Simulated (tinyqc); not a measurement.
Minority carriers and saturation current of a heavily doped emitter: two steps of the calculation.

n-type, parabolic bands, full ionisation. eta = (EF - Ec)/kB T solves N = Nc F12(eta), F12(x) = (2/sqrt(pi)) int_0^infinity sqrt(u)/(1 + exp(u - x)) du. The gap shrinks rigidly by dEg = E1 [ln(N/N0) + sqrt(ln^2(N/N0) + 0.5)], an empirical law that is here taken as the true narrowing.

Inputs (values chosen for the exercise); band and dielectric values close to those of silicon: temperature T = 300 K; conduction-band density of states at 300 K Nc = 2.77e19 cm^-3; ionised donor density N = 6.4e18 cm^-3; minority-hole mobility mup = 180 cm^2/(V s); Auger coefficient Cn = 3.5e-31 cm^6/s; defect lifetime ts = 1.7 us; emitter width W = 250 nm; recombination velocity at the contact S = 9300 cm/s.

Constants: q = 1.602176634e-19 C, kB = 1.380649e-23 J/K, Vt = kB T/q. Results are converted to the units shown.

Task 1. Fermi level. Newton step on ln F12(eta) = ln(N/Nc): eta(new) = eta - ln(Nc F12/N) F12/Fm, Fm(x) = dF12/dx = (1/sqrt(pi)) int_0^infinity u^(-1/2)/(1 + exp(u - x)) du.

eta at the start (Boltzmann value) = -1.4651

Wanted: F12; Fm; eta after iteration 1.

Result 1.

F12 = 0.2142
Fm = 0.1992
eta after iteration 1 = -1.384

Task 2. Saturation current. 1/tau = Cn N^2 + 1/ts, D = mup Vt, L = sqrt(D tau); J0 = (q p0 D/L)(s + tanh(W/L))/(1 + s tanh(W/L)), s = S L/D; the share recombining inside is 1 - 1/[cosh(W/L)(1 + tanh(W/L)/s)].

p0 = 75.467223 cm^-3

Find: tau; L; s; J0; share recombining inside.

Result 2.

tau = 67.005 ns
L = 5583.9 nm
s = 1.1160
J0 = 111.39 fA/cm^2
share recombining inside = 3.9510 %

The emitter is transparent: most holes reach the contact.

Range of the model: Band tails, non-parabolic bands and incomplete ionisation are left out.

Program tinyqc, `OMP_NUM_THREADS=1 python tinyqc.py 2330026 2330027 out.jsonl`; Intel Xeon 2.30GHz, shared host, one thread, about 0.01 s.
